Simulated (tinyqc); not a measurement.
Mobility and doping from two currents.

Inverse problem. A trap-free film with injecting contacts is fitted, with diffusion neglected, by J = q mu N V/Lf + (9/8) eps0 eps_r mu V^2/Lf^3. Find mu, N and the voltage at which both terms are equal.

Values chosen for this exercise: relative permittivity eps_r = 11.9; film thickness Lf = 1000 nm.

Constants: q = 1.602176634e-19 C, eps0 = 8.8541878128e-14 F/cm where lengths are in cm. Results are converted to the units shown.

J at 3 and 12 V (A/cm^2): [0.16864368, 1.1098368]

Answer. J/V is a straight line in V: the slope gives mu and the intercept mu N.

mu = 0.00340 cm^2/(V s)
N = 8.10e15 cm^-3
crossover voltage = 10.9 V

Computed by the program tinyqc: `OMP_NUM_THREADS=1 python tinyqc.py 2730145 2730146 out.jsonl`, one thread of a shared Intel Xeon 2.30GHz, about 2 s for the whole run.
